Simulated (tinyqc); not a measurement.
Inside a calculation. Method: G0W0 on RHF in the sto-6g basis, for H6, spin multiplicity 1. One step of it, computed by the program tinyqc.

Task: Screening: direct RPA. With D = e_a - e_i and K = (ia|jb): diagonalise D^(1/2) (D + 4K) D^(1/2) = Z w^2 Z^T; X + Y = D^(1/2) Z w^(-1/2), each column of Z with its largest component positive (the first on a tie); E_c = (sum w - tr (D + 2K)) / 2.

orbital energies (hartree): MO1 -0.614969, MO2 -0.527063, MO3 -0.409135, MO4 0.301445, MO5 0.555681, MO6 0.847383

Two-electron integrals over orbitals (pq|rs), unique and non-zero (hartree):
```
(11|11) 0.395147    (21|21) 0.126401    (22|11) 0.311872    (22|22) 0.373146
(31|11) 0.078733    (31|22) -0.056268   (31|31) 0.127099    (32|21) -0.121238
(32|32) 0.138813    (33|11) 0.368110    (33|22) 0.327383    (33|31) 0.042724
(33|33) 0.368085    (41|21) 0.035908    (41|32) 0.005179    (41|41) 0.082140
(42|11) 0.054470    (42|22) -0.003779   (42|31) 0.048873    (42|33) 0.013426
(42|42) 0.070891    (43|21) 0.060007    (43|32) -0.058097   (43|41) 0.016223
(43|43) 0.077685    (44|11) 0.367195    (44|22) 0.326605    (44|31) 0.039994
(44|33) 0.358376    (44|42) 0.021277    (44|44) 0.371379    (51|11) 0.008891
(51|22) 0.026440    (51|31) -0.022040   (51|33) -0.009991   (51|42) 0.039867
(51|44) -0.001943   (51|51) 0.048896    (52|21) 0.022117    (52|32) 0.005378
(52|41) 0.056075    (52|43) -0.040360   (52|52) 0.090964    (53|11) -0.061483
(53|22) -0.001364   (53|31) -0.052421   (53|33) -0.025457   (53|42) -0.068028
(53|44) -0.021593   (53|51) -0.035657   (53|53) 0.072395    (54|21) 0.121209
(54|32) -0.133039   (54|41) 0.002308    (54|43) 0.059515    (54|52) -0.003626
(54|54) 0.141874    (55|11) 0.324218    (55|22) 0.376268    (55|31) -0.047547
(55|33) 0.337163    (55|42) 0.000262    (55|44) 0.344685    (55|51) 0.026628
(55|53) -0.003381   (55|55) 0.397882    (61|21) 0.001753    (61|32) 0.014125
(61|41) 0.029432    (61|43) 0.052998    (61|52) -0.033343   (61|54) -0.011515
(61|61) 0.068088    (62|11) -0.014000   (62|22) -0.030914   (62|31) 0.019989
(62|33) 0.000547    (62|42) -0.037317   (62|44) 0.002464    (62|51) -0.045839
(62|53) 0.039172    (62|55) -0.030030   (62|62) 0.047952    (63|21) 0.039327
(63|32) -0.002300   (63|41) 0.079382    (63|43) 0.018188    (63|52) 0.056538
(63|54) 0.001601    (63|61) 0.028976    (63|63) 0.084338    (64|11) 0.080590
(64|22) -0.049716   (64|31) 0.122425    (64|33) 0.043989    (64|42) 0.051064
(64|44) 0.044435    (64|51) -0.019129   (64|53) -0.053453   (64|55) -0.050979
(64|62) 0.018991    (64|64) 0.131452    (65|21) -0.129244   (65|32) 0.125327
(65|41) -0.037100   (65|43) -0.063643   (65|52) -0.022841   (65|54) -0.130714
(65|61) -0.002777   (65|63) -0.042990   (65|65) 0.144039    (66|11) 0.418640
(66|22) 0.331150    (66|31) 0.083877    (66|33) 0.392201    (66|42) 0.059826
(66|44) 0.398264    (66|51) 0.010491    (66|53) -0.068170   (66|55) 0.352870
(66|62) -0.016197   (66|64) 0.091519    (66|66) 0.465539
```

Give: D^(1/2) (D + 4K) D^(1/2); excitation energies w; X + Y; RPA correlation energy.

Result:

D^(1/2) (D + 4K) D^(1/2) (hartree^2):
```
        1>4      1>5      1>6      2>4      2>5      2>6      3>4      3>5
1>4  1.1409   0.0000   0.1363   0.0000   0.2234   0.0000   0.0524   0.0000
1>5  0.0000   1.5994   0.0000   0.1571   0.0000  -0.2326   0.0000  -0.1516
1>6  0.1363   0.0000   2.5367   0.0000  -0.1678   0.0000   0.2161   0.0000
2>4  0.0000   0.1571   0.0000   0.9214   0.0000  -0.1593   0.0000  -0.2433
2>5  0.2234   0.0000  -0.1678   0.0000   1.5663   0.0000  -0.1416   0.0000
2>6  0.0000  -0.2326   0.0000  -0.1593   0.0000   2.1527   0.0000   0.1804
3>4  0.0524   0.0000   0.2161   0.0000  -0.1416   0.0000   0.7257   0.0000
3>5  0.0000  -0.1516   0.0000  -0.2433   0.0000   0.1804   0.0000   1.2103
3>6  0.3407   0.0000   0.1571   0.0000   0.2638   0.0000   0.0687   0.0000

        3>6
1>4  0.3407
1>5  0.0000
1>6  0.1571
2>4  0.0000
2>5  0.2638
2>6  0.0000
3>4  0.0687
3>5  0.0000
3>6  2.0027
```

excitation energies w (hartree): 0.8184  0.8813  0.9938  1.1051  1.1942  1.2475  1.4973  1.5263  1.6269

X + Y:
```
           1        2        3        4        5        6        7        8
1>4  -0.1508   0.0000   0.8845   0.0000   0.1133   0.0000   0.2386   0.0000
1>5   0.0000  -0.0879   0.0000   0.4245   0.0000   0.8039   0.0000  -0.3222
1>6  -0.1091   0.0000  -0.1268   0.0000   0.2277   0.0000  -0.2561   0.0000
2>4   0.0000   0.8584   0.0000  -0.3318   0.0000   0.1562   0.0000  -0.1332
2>5   0.2129   0.0000  -0.2461   0.0000   0.7843   0.0000   0.4063   0.0000
2>6   0.0000   0.0369   0.0000  -0.1348   0.0000   0.4765   0.0000   0.8373
3>4   0.9020   0.0000   0.1367   0.0000  -0.1093   0.0000  -0.0245   0.0000
3>5   0.0000   0.4790   0.0000   0.7639   0.0000  -0.2301   0.0000   0.1839
3>6  -0.0502   0.0000  -0.2729   0.0000  -0.5051   0.0000   0.7157   0.0000

           9
1>4   0.1101
1>5   0.0000
1>6   0.8858
2>4   0.0000
2>5  -0.0482
2>6   0.0000
3>4   0.0819
3>5   0.0000
3>6   0.2588
```

RPA correlation energy = -0.081437 hartree
